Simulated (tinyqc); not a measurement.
Inside a calculation. Method: power iteration on a symmetric matrix. One step of it, computed by the program tinyqc.

Question. Step 1. w = (A - shift) v; v' = w/|w| with its largest component positive (the first on a tie); lambda = v'^T A v'.

A:
```
           1          2          3          4
1   2.426000   0.007000  -0.270000  -0.125000
2   0.007000   2.563000  -0.222000  -0.039000
3  -0.270000  -0.222000   2.782000   0.330000
4  -0.125000  -0.039000   0.330000   3.231000
```

vector v at the start: 0.500000  0.500000  0.500000  0.500000

shift = 1.110000

Give: vector after step 1; Rayleigh quotient after step 1.

Answer.

vector after step 1: 0.296  0.383  0.482  0.730

Rayleigh quotient after step 1 = 2.957
